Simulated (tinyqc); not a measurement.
# Worked calculation: Zener tunnelling in a reverse-biased junction, two-band WKB

Program tinyqc, `OMP_NUM_THREADS=1 python tinyqc.py 2620027 2620028 out.jsonl`; Intel Xeon 2.30GHz, shared host, one thread, about 0.01 s. Printed values are rounded.

Abrupt p-n junction, depletion approximation. Energies E are counted from the conduction-band edge of the neutral n side; its Fermi level lies at dn, that of the p side at dn - V, and the valence-band edge of the neutral p side at Em = dn + dp - V. Tunnelling needs 0 < E < Em. Two-band dispersion with equal masses m: inside the gap kappa = sqrt(m u (1 - u/Eg)/C), u the distance from a band edge, C = hbar^2/(2 m0).

Values chosen for this exercise; band and dielectric values close to those of indium arsenide:
- T = 300 K (temperature)
- Eg = 0.35 eV (band gap)
- eps_r = 14.9 (relative permittivity)
- Nc = 8.62e16 cm^-3 (conduction-band density of states at 300 K)
- Nv = 6.54e18 cm^-3 (valence-band density of states at 300 K)
- m = 0.028 m0 (band-edge mass of the two-band model)
- Na = 6.6e18 cm^-3 (acceptor density)
- Nd = 5.5e18 cm^-3 (donor density)
- V = -0.34 V (bias of the p side)
- nE = 13 (points of the energy grid)

Constants: q = 1.602176634e-19 C, kB = 1.380649e-23 J/K, hbar = 1.054571817e-34 J s, h = 6.62607015e-34 J s, m0 = 9.1093837015e-31 kg, Vt = kB T/q, eps0 = 8.8541878128e-14 F/cm where lengths are in cm, hbar^2/(2 m0) = 0.0380998212 eV nm^2. Results are converted to the units shown.

Range of the model: Parabolic densities of states, no band tails and no gap narrowing, all of which matter at such doping. Where S is below about 4 the WKB prefactor of 1 is a rough guess.

## Fermi levels and built-in voltage

Nd = Nc F12(dn/Vt), Na = Nv F12(dp/Vt), F12(x) = (2/sqrt(pi)) int_0^infinity sqrt(u)/(1 + exp(u - x)) du; dn = EF - Ec on the n side, dp = Ev - EF on the p side (negative outside the bands); Vbi = Eg + dn + dp.

dn = 0.497957 eV
dp = 0.00933351 eV
Vbi = 0.857290 V

Boltzmann statistics would give dn = 0.107 eV and dp = 2.36e-4 eV. At zero bias the bands of the two sides overlap by dn + dp.

## Width, field and exponent

W = sqrt(2 eps0 eps_r (Vbi - V)(1/Na + 1/Nd)/q), mean field F = (Vbi - V)/W, peak field 2 F. In a uniform field F the exponent is S = pi sqrt(m/C) Eg^1.5/(4 F). Transverse energy Et = C kt^2/m raises it to S (1 + 4 Et/Eg), so T = exp(-S) exp(-Et/Eb) with Eb = Eg/(4 S). KJ = (2 q^2/h) m/(4 pi C) (times 1e14 for A/cm^2 per eV^2).

W = 25.6370 nm
mean field = 0.467017 MV/cm
S = 2.98522
exp(-S) = 0.0505284
Eb = 29.3111 meV
tunnelling length Eg/F = 7.49437 nm

## Current density on a coarse grid

J = KJ exp(-S) Eb times the integral from 0 to Em of [f(E - dn) - f(E - dn + V)] [1 - exp(-min(E, Em - E)/Eb)] dE, f(x) = 1/(1 + exp(x/Vt)), with S and Eb from the mean field; J > 0 flows from p to n. KJ = (2 q^2/h) m/(4 pi C) (times 1e14 for A/cm^2 per eV^2). Simpson's rule on nE equally spaced points from 0 to Em.

```
point	E (eV)	difference of the f	transverse factor
0	0.000000	0.000000	0.000000
1	0.070608	0.000000	0.910086
2	0.141215	-0.000001	0.991916
3	0.211823	-0.000016	0.999273
4	0.282430	-0.000239	0.999935
5	0.353038	-0.003663	0.999994
6	0.423645	-0.053428	0.999999
7	0.494253	-0.464238	0.999994
8	0.564860	-0.930055	0.999935
9	0.635468	-0.994731	0.999273
10	0.706075	-0.993630	0.991916
11	0.776683	-0.914505	0.910086
12	0.847290	-0.410707	0.000000
```

integral = -0.308680 eV
KJ = 4.53127e8 A/(cm^2 eV^2)
J = -2.07155e5 A/cm^2

A converged quadrature gives -2.064e5 A/cm^2; this grid is 0.36 % above that in size.
